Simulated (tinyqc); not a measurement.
# Electron mobility of a polar semiconductor by Rode's iterative solution of the Boltzmann equation, step by step

A worked calculation. Computed by tinyqc, a small Python program that keeps every step. Command: `OMP_NUM_THREADS=1 python tinyqc.py 3015597 3015598 out.jsonl rode walk`. One thread of a shared host (Intel(R) Xeon(R) Processor @ 2.30GHz), about 0.01 s of CPU time with the checks. Intermediate numbers are printed to about 6 digits and carried at full precision; extremes and crossings named in words are read from the listed rows.

The distribution is f(E) + e F l(E) (-df/dE) cos(theta) for a weak field F, theta counted from the force; l(E) is a mean free path. Elastic processes enter by their momentum rate, polar optical phonons by out- and in-scattering terms. One valley only: where upper valleys lie close, measured mobilities are lower. The density n is prescribed, even where a narrow-gap material would have more intrinsic carriers.

Inputs (values chosen for the exercise, for a model polar semiconductor):
```
quantity                               value    unit
effective mass m                         0.2     m_0
static permittivity eps_s               14.2       -
high-frequency permittivity eps_inf     11.3       -
density rho                             5140  kg/m^3
sound velocity v_l                      4640     m/s
acoustic deformation potential D_A         9      eV
optical phonon energy hbar w            41.8     meV
piezoelectric coupling K               0.011       -
electron density n                   1.5e+17  1/cm^3
compensation ratio C                       0       -
temperature T                            350       K
grid points per phonon energy s            6       -
iteration cap                            200       -
```

Band: parabolic. Elastic processes: acoustic, piezoelectric, impurity.

Constants: k_B = 8.617333262e-05 eV/K; m_0 = 9.1093837015e-31 kg; e = 1.602176634e-19 C; hbar = 1.054571817e-34 J s; eps_0 = 8.8541878128e-12 F/m; k_B = 1.380649e-23 J/K; hbar = 6.582119569e-16 eV s.

## Fermi level and screening

Parabolic band: E = hbar^2 k^2/(2 m), speed v = hbar k/m, states per spin, volume and energy g(E) = m k/(2 pi^2 hbar^2). Masses are multiplied by m_0 and all formulas are in SI units. The reduced Fermi level eta = E_F/(k_B T) solves n = 2 Z int g f dE with f = 1/(1 + exp(x - eta)) (Z = 1 unless valleys are given); screening length L_s = sqrt(eps_s eps_0 k_B T/(e^2 dn/deta)), dn/deta = 2 Z int g f (1 - f) dE. Integrals over x = E/(k_B T) use 160 Gauss-Legendre points in u = sqrt(x) from 0 to sqrt(max(eta, 0) + 32). N_I = n (1 + C)/(1 - C).

reduced Fermi level eta = -2.91809

screening length L_s = 12.6784 nm

ionised impurity density N_I = 1.50e+17 1/cm^3

## Rates on one ladder of the grid

Phonon occupation N_q = 1/(exp(hbar w/(k_B T)) - 1). Acoustic deformation potential (elastic, equipartition, absorption and emission together): 1/tau = 2 pi k_B T D_A^2 g(E)/(hbar rho v_l^2). Piezoelectric (elastic, unscreened, momentum relaxation): 1/tau = e^2 K^2 k_B T m (1 + 2 alpha E)/(2 pi eps_s eps_0 hbar^3 k), with alpha = 0 for a parabolic band. Singly charged impurities, momentum relaxation: 1/tau = N_I e^4 m (1 + 2 alpha E) Phi/(8 pi (eps_s eps_0)^2 hbar^3 k^3), with alpha = 0 for a parabolic band. Brooks-Herring: Phi = ln(1 + b) - b/(1 + b), b = 4 k^2 L_s^2. Polar optical, unscreened: W = e^2 w (1/eps_inf - 1/eps_s) m (1 + 2 alpha E') ln|(k + k')/(k - k')| / (4 pi eps_0 hbar^2 k), times N_q for absorption (E' = E + hbar w) and N_q + 1 for emission (E' = E - hbar w > 0), with alpha = 0 for a parabolic band; mean cosine of the angle <cos> = (k^2 + k'^2)/(2 k k') - 1/ln|(k + k')/(k - k')|. Energy grid E_j = (j + 1/2) hbar w/s, j = 0, 1, ..., up to (max(eta, 0) + 18) k_B T, so that E_j +/- hbar w are grid points; l = 0 beyond the grid; integrals are sums times the spacing. With f' = f(E'): out-scattering S_o = sum over absorption and emission of W (1 - f')/(1 - f); nu = sum of elastic rates; the in-scattering weights are c+ = W_abs <cos> (1 - f')/(1 - f) for E' = E + hbar w and c- likewise for emission.

Points j = s/2, s/2 + s, ... (the first seven rungs, or as many as the grid holds), rates in 1e12/s:
```
E (meV)  v (m/s)       nu      S_o       c+       c-
24.383    207089  4.51289   5.7966  2.41798   0.0000
66.183    341181  3.48497  18.7677  2.88195   5.6633
107.983   435802  3.82810  20.9244  2.96105   8.9407
149.783   513266  4.27414  20.8795  2.95480  10.0301
191.583   580483  4.71500  20.4274  2.92070  10.4407
233.383   640687  5.13352  19.8982  2.87679  10.5795
275.183   695700  5.52826  19.3770  2.83002  10.5928
```

Points one phonon energy apart are coupled only to each other, so the grid falls into s independent ladders.

## The first two iterations on one ladder of the grid

Iteration: l_new(E) = [v(E) + c+ l(E + hbar w) + c- l(E - hbar w)]/(nu + S_o), from l = 0.

l after iteration 1 (nm): 20.0872  15.3322  17.6064  20.4053  23.0878  25.5950  27.9338

l after iteration 2 (all rungs but the last shown) (nm): 23.6832  22.7246  25.5854  30.1380  34.5346  38.5632

In-scattering lengthens l on the lowest rung by 17.9 % and on the second by 48.2 % in this step.

## The whole iteration

mu = e sum g v l f (1 - f) / (3 k_B T sum g f) over the grid; stop when mu changes by less than 1e-8 of itself.

Course of the iteration:
```
iteration  mu (cm^2/(V s))  relative change
1                  508.711      1.00000e+00
2                  670.133      2.40880e-01
3                  734.890      8.81180e-02
4                  758.536      3.11737e-02
5                  768.319      1.27323e-02
6                  772.045      4.82631e-03
7                  773.611      2.02499e-03
...                    ...              ...
15                 774.657      1.69717e-06
16                 774.658      6.87482e-07
17                 774.658      2.98394e-07
18                 774.658      1.21452e-07
19                 774.658      5.28723e-08
20                 774.658      2.16032e-08
21                 774.658      9.42807e-09
```

mobility mu = 774.658 cm^2/(V s)

iterations = 21

Converged in 21 iterations; mu rises at every step, from 508.7 to 774.7, since each step returns more of the forward-scattered current.

## Approximations against the iterative solution

Self-energy RTA: l = v/(nu + S_o), the first iteration. Momentum RTA: l = v/(nu + S_o - c+ v(E + hbar w)/v - c- v(E - hbar w)/v), listed only where the denominator is positive on the whole grid. The polar-only value solves the same system with nu = 0; the elastic value takes l = v/nu.

Mobilities:
```
method                              mu (cm^2/(V s))  deviation (%)
iterative solution                           774.66          0.000
self-energy RTA                              508.71        -34.331
momentum RTA                                 818.12          5.610
polar phonons alone, exact                  1334.14         72.223
elastic processes alone                     2237.43        188.828
Matthiessen's rule on the last two           835.78          7.890
```

self-energy RTA mobility = 508.711 cm^2/(V s)

polar-phonon mobility = 1334.14 cm^2/(V s)

elastic mobility = 2237.43 cm^2/(V s)

error of the self-energy RTA = -34.3309 %

The self-energy RTA is 34.3 % low: it counts every polar event as a full loss of current, though forward events keep part of it. Here hbar w/k_B T = 1.39. Matthiessen's rule is 7.9 % high. The momentum RTA deviates by +5.6 %.

Checks made by the program: iterated mobility against a direct solution of the banded linear system (relative difference 7e-09).
